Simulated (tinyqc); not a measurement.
Inside a calculation. Method: geometry optimisation on the UHF/sto-3g surface (energies and gradients from PySCF), for H4, spin multiplicity 3. One step of it, computed by the program tinyqc.

Task: Step 1: move. Quasi-Newton step p = -H^(-1) g (first H = 1 times the unit matrix); steps longer than 0.3 bohr are cut back (factor 0.495 here).

positions at the start (bohr):
```
            x          y          z
1H   0.020787  -0.032125  -0.026456
2H   0.017008   0.035905   1.513671
3H  -0.175745  -0.003779   3.513001
4H  -0.092597  -0.052912   4.879273
```

gradient (hartree/bohr):
```
              x            y            z
1H  -0.00371414   0.01581793   0.37396295
2H   0.01354590  -0.01464344  -0.40312488
3H  -0.00701995  -0.00712561   0.19237374
4H  -0.00281180   0.00595112  -0.16321181
```

Give: positions after step 1.

Result:

positions after step 1 (bohr):
```
          x        y        z
1H   0.0226  -0.0400  -0.2117
2H   0.0103   0.0432   1.7134
3H  -0.1723  -0.0002   3.4177
4H  -0.0912  -0.0559   4.9601
```
